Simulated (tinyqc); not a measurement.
Debye-Callaway model of lattice thermal conductivity: one step, computed by the program tinyqc. Command: `OMP_NUM_THREADS=1 python tinyqc.py 3009223 3009224 out.jsonl callaway walk`. One thread of a shared host (Intel(R) Xeon(R) Processor @ 2.30GHz), about 0.01 s of CPU time with the checks.

Three acoustic branches with one velocity v, cut at omega_D = k_B Theta/hbar; x = hbar omega/(k_B T). v and Theta are separate inputs: Theta cuts off the heat-carrying modes, so C need not reach 3 k_B/V. gamma is an effective value that sets the umklapp rate. Heat flows along the wire.

Problem. Scattering rates at one frequency. Rates: point defects A omega^4; umklapp B omega^2 T exp(-Theta/(b T)) with B = hbar gamma^2/(M v^2 Theta); normal processes f_N B omega^2 T (T/Theta)^2. Boundaries: v/Lambda_B with Lambda_B = D (1 + p)/(1 - p). The resistive time is tau_R = 1/(boundary + point-defect + umklapp rates), and the free path is v tau_R.

Inputs (values chosen for the exercise, modelled on diamond):
```
quantity                              value        unit
sound velocity v                      13000         m/s
Debye temperature Theta                2150           K
mean atomic mass M                    12.01           u
effective Grueneisen parameter gamma   2.67           -
umklapp exponent divisor b                3           -
wire diameter D                       0.021  micrometre
specularity p                           0.2           -
normal-process factor f_N               2.2           -
temperature T                           200           K
probe frequency omega/omega_D          0.73           -
```

Sample: wire. Point defects: alloy. Normal processes: included.

Rayleigh coefficient A = 5.526895e-45 s^3

Constants: k_B = 1.380649e-23 J/K; hbar = 1.054571817e-34 J s; u = 1.6605390666e-27 kg.

Give: omega; Rates; tau_R; free path.

Solution.

omega = 2.0548e+14 rad/s

Rates:
```
process        rate (1/s)  rate x tau_R
boundaries     4.1270e+11      0.040108
point defects  9.8527e+12       0.95753
umklapp        2.4340e+10     0.0023655
normal         1.6678e+10     0.0016209
```

tau_R = 9.7184e-14 s

free path = 1.2634 nm

The strongest resistive process at this frequency: point defects, 96 % of the resistive rate.
